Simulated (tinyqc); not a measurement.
# Ellipsometry and reflectance of a transparent film on an absorbing substrate: psi and Delta against the film thickness

Air (index 1), film, substrate with N2 = n2 - i k2; time factor exp(+i w t). q_j = sqrt(N_j^2 - sin^2 th), root with positive real part. Fresnel coefficients r_s = (q_a - q_b)/(q_a + q_b), r_p = (N_b^2 q_a - N_a^2 q_b)/(N_b^2 q_a + N_a^2 q_b). tan(Psi) exp(i Delta) = R_p/R_s, Delta taken from 0 to 360 degrees.

beta = 2 pi d q1/lam, X = exp(-2 i beta), R = (r01 + r12 X)/(1 + r01 r12 X) for p and s. The last column is the derivative of Delta.

Inputs (values chosen for the exercise); indices close to those of titanium dioxide on silicon:
```
symbol,value,unit,meaning
lam,632.8,nm,wavelength
th,70,degrees,angle of incidence
n1,2.423,,index of the transparent film
n2,3.882,,index of the substrate
k2,0.019,,extinction coefficient of the substrate
```

Psi and Delta against the film thickness:
```
d (nm),Psi (degrees),Delta (degrees),|R_p|^2,|R_s|^2,dDelta/dd (degrees/nm)
0,10.573,179.23,0.024204,0.69474,-3.1925
2,10.598,172.85,0.024311,0.69436,-3.1827
4,10.665,166.51,0.024589,0.69333,-3.1575
6,10.772,160.23,0.025037,0.69165,-3.1183
8,10.918,154.04,0.025650,0.68932,-3.0669
10,11.101,147.97,0.026422,0.68633,-3.0054
12,11.318,142.03,0.027348,0.68266,-2.9365
14,11.568,136.23,0.028418,0.67829,-2.8625
16,11.847,130.58,0.029623,0.67322,-2.7856
```

Delta falls from 179.23 to 130.58 degrees while Psi moves from 10.57 to 11.85: Delta changes 38.2 times as much as Psi. With the slope of the first row an error of 0.01 degree in Delta means 0.0031 nm.

Computed by the program tinyqc: `OMP_NUM_THREADS=1 python tinyqc.py 2870225 2870226 out.jsonl`, one thread of a shared Intel Xeon 2.30GHz, about 0.2 s for the whole run.
